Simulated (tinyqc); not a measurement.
Inside a calculation. Method: one-electron ion in a basis of Gaussians. One step of it, computed by the program tinyqc.

Task: Matrices over normalised Gaussians. With p = a_i + a_j and I(k) = Gamma((k+1)/2) / (2 p^((k+1)/2)): S = I(2l+2), T = (2l+3) a_i a_j S / p, V = -Z I(2l+1), each divided by sqrt(S_ii S_jj).

exponents of r^l exp(-a r^2) (1/bohr^2): 0.306100  0.398800  0.519500  0.676700  0.881500

Z = 5

l = 1

Give: S; T; V.

Result:

S, lower triangle:
```
        1       2       3       4       5
1  1.0000
2  0.9784  1.0000
3  0.9172  0.9785  1.0000
4  0.8255  0.9173  0.9785  1.0000
5  0.7157  0.8256  0.9173  0.9785  1.0000
```

T (hartree), lower triangle:
```
        1       2       3       4       5
1  0.7652
2  0.8472  0.9970
3  0.8833  1.1037  1.2988
4  0.8700  1.1508  1.4378  1.6918
5  0.8131  1.1335  1.4991  1.8729  2.2037
```

V (hartree), lower triangle:
```
         1        2        3        4        5
1  -2.9429
2  -3.0898  -3.3591
3  -3.1346  -3.5267  -3.8339
4  -3.0782  -3.5779  -4.0251  -4.3757
5  -2.9338  -3.5136  -4.0836  -4.5939  -4.9941
```
